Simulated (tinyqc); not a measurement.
# Which input was changed?

Model: scattering rates of a carrier in a spherical band by Fermi's golden rule. Computed by tinyqc, a small Python program. Command: `OMP_NUM_THREADS=1 python tinyqc.py 3009983 3009984 out.jsonl scatter which`. One thread of a shared host (Intel(R) Xeon(R) Processor @ 2.30GHz), about 0.06 s of CPU time with the checks.

All processes here are isotropic or elastic, and the rate listed is the momentum relaxation rate.

Inputs (values chosen for the exercise, for a model non-polar semiconductor):
```
quantity                                            value       unit
density-of-states mass of one valley m              0.182        m_0
static permittivity eps_s                            17.8          -
density rho                                          3510     kg/m^3
sound velocity v_l                                  10500        m/s
acoustic deformation potential D_A                     11         eV
phonon energy hbar w                                 29.2        meV
optical or intervalley deformation potential D_o      8.5  1e8 eV/cm
final valleys Z_f                                       3          -
ionised impurity density N_I                      1.1e+15     1/cm^3
temperature T                                         300          K
carrier energy E                                       13        meV
alloy fraction x                                    0.052          -
alloy potential U                                    0.86         eV
lattice constant a                                   5.63   angstrom
```

Crystal: non-polar. Band: parabolic. Impurity formula: Brooks-Herring. Further scattering: alloy.

Constants: k_B = 8.617333262e-05 eV/K; eps_0 = 8.8541878128e-12 F/m; k_B = 1.380649e-23 J/K; e = 1.602176634e-19 C; hbar = 1.054571817e-34 J s; m_0 = 9.1093837015e-31 kg; hbar = 6.582119569e-16 eV s.

Method:
- Phonon occupation N_q = 1/(exp(hbar w/(k_B T)) - 1).
- Debye screening by free carriers of density N_I: L_s = sqrt(eps_s eps_0 k_B T/(e^2 N_I)).
- Parabolic band: E = hbar^2 k^2/(2 m), speed v = hbar k/m, states per spin, volume and energy g(E) = m k/(2 pi^2 hbar^2). Masses are multiplied by m_0 and all formulas are in SI units.
- Acoustic deformation potential (elastic, equipartition, absorption and emission together): 1/tau = 2 pi k_B T D_A^2 g(E)/(hbar rho v_l^2).
- Singly charged impurities, momentum relaxation: 1/tau = N_I e^4 m (1 + 2 alpha E) Phi/(8 pi (eps_s eps_0)^2 hbar^3 k^3), with alpha = 0 for a parabolic band.
- Brooks-Herring: Phi = ln(1 + b) - b/(1 + b), b = 4 k^2 L_s^2.
- Optical or intervalley deformation potential: 1/tau = (pi Z_f D_o^2/(rho w)) [N_q g(E + hbar w) + (N_q + 1) g(E - hbar w)], with g = 0 below the band edge.
- Alloy disorder: 1/tau = (2 pi/hbar) Omega x (1 - x) U^2 g(E), Omega = a^3/4 (other conventions for Omega rescale U).
- Rates add: 1/tau_m is the sum, and the mean free path is v tau_m.

Task: One of these inputs alone was changed, within the range given: density-of-states mass of one valley m (0.091 to 0.364); sound velocity v_l (5250 to 2.1e+04); phonon energy hbar w (14.6 to 58.4); carrier energy E (6.5 to 26). Which one, and to what value?

Results:
```
run     momentum relaxation time tau_m (fs)  acoustic rate (1/s)  ionised-impurity rate (1/s)
before                             364.9871         3.727803e+11                 8.119968e+10
after                              547.5124         2.434595e+11                 9.011943e+10
```

Result:

Each candidate set to reproduce momentum relaxation time tau_m, and what it then gives:
```
candidate                                      range searched  value needed  acoustic rate (1/s)  ionised-impurity rate (1/s)
density-of-states mass of one valley m (m_0)   0.091 to 0.364        0.1370           2.4346e+11                   9.0119e+10
sound velocity v_l (m/s)                      5250 to 2.1e+04  out of reach                    -                            -
phonon energy hbar w (meV)                       14.6 to 58.4         38.91           3.7278e+11                   8.1200e+10
carrier energy E (meV)                              6.5 to 26  out of reach                    -                            -
```

Only density-of-states mass of one valley m fits every result: it went from 0.182 to 0.137 m_0. The next best candidate, phonon energy hbar w, misses one result by 53 %.
